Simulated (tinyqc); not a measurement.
Thickness of the second layer from the transmission.

Inverse problem. A two-layer stack carries the voltage V: F1 = V/(t1 + t2 eps1/eps2), F2 = F1 eps1/eps2; U = phi1 - F1 x in layer 1 and phi2 - F1 t1 - F2 (x - t1) in layer 2. T = exp(-S) at E = 0, C = hbar^2/(2 m0). Each layer adds (2/F) sqrt(m/C) [G(u at its left edge) - G(u at its right edge)] to S, with u = U - E (0 where negative) and G(u) = (2/3) u^1.5. Find t2, known to lie between 0.3 and 6 nm, and F1.

Inputs (values chosen for the exercise): barrier of layer 1 above the emitter Fermi level at zero bias phi1 = 3 eV; tunnelling mass of layer 1 m1 = 0.52 m0; thickness of layer 1 t1 = 0.6 nm; relative permittivity of layer 1 eps1 = 3.96; barrier of layer 2 at zero bias phi2 = 1.39 eV; tunnelling mass of layer 2 m2 = 0.25 m0; relative permittivity of layer 2 eps2 = 25.2; voltage across the dielectric V = 1 V.

Constants: q = 1.602176634e-19 C, hbar = 1.054571817e-34 J s, m0 = 9.1093837015e-31 kg, hbar^2/(2 m0) = 0.0380998212 eV nm^2. Results are converted to the units shown.

T at E = 0 = 4.3831738e-9

Answer. Over that range S rises steadily with t2, so S = -ln T has one root, found by bisection.

t2 = 3.00 nm
F1 = 9.33 MV/cm

Program tinyqc, `OMP_NUM_THREADS=1 python tinyqc.py 2540123 2540124 out.jsonl`; Intel Xeon 2.30GHz, shared host, one thread, about 0.05 s.
